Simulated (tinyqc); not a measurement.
## The weight eta from points of equal mobility

Inverse problem. If the mobility depends on E = q (Ndep + eta Ns)/(eps0 eps_r) alone, two points of equal mobility on its falling branch have equal E. Find eta and E.

Parameters, values chosen for the exercise: relative permittivity of the semiconductor eps_r = 11.5.

Constants: q = 1.602176634e-19 C, eps0 = 8.8541878128e-14 F/cm where lengths are in cm. Results are converted to the units shown.

Ndep at two body biases (cm^-2): [9.4132305e11, 1.5589828e12]
Ns at which the mobility is the same (cm^-2): [5.8e12, 4.3635819e12]

Answer. eta is the ratio of the differences of Ndep and Ns.

eta = 0.4300
E = 0.5405 MV/cm

Program tinyqc, `OMP_NUM_THREADS=1 python tinyqc.py 2510165 2510166 out.jsonl`; Intel Xeon 2.30GHz, shared host, one thread, about 0.01 s.
